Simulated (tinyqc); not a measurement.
Crystal pulling from the melt: segregation, interface stability, heat balance and point-defect regime: one step, computed by the program tinyqc. Command: `OMP_NUM_THREADS=1 python tinyqc.py 3005727 3005728 out.jsonl pull walk`. One thread of a shared host (Intel(R) Xeon(R) Processor @ 2.30GHz), about 0.01 s of CPU time with the checks.

A dilute solute; steady pulling with a flat interface unless it is found unstable.

Question. Constitutional supercooling. Liquidus slope per concentration (van 't Hoff): |m| = k_B T_m^2 (1 - k0)/L. Solute gradient at the interface: G_C = (V/D) C_s (1 - k0)/k0. Constitutional supercooling sets in when |m| G_C > G_L. Critical C_s from the equality.

Inputs (values chosen for the exercise, modelled on gallium in silicon):
```
quantity                      value    unit
equilibrium coefficient k0   0.0082       -
diffusivity in the melt D   0.00022  cm^2/s
pull rate V                    0.53  mm/min
gradient in the melt G_L         17    K/cm
latent heat per volume L       4290  J/cm^3
melting point T_m              1685       K
```

C_s = 9.838433e+16 1/cm^3

Constants: k_B = 1.380649e-23 J/K.

Give: |m|; |m| G_C; critical C_s; ratio |m| G_C/G_L.

Answer.

|m| = 9.063e-21 K cm^3

|m| G_C = 0.4330 K/cm

critical C_s = 3.863e+18 1/cm^3

ratio |m| G_C/G_L = 0.02547

The interface is stable by this test, with a margin of 39.
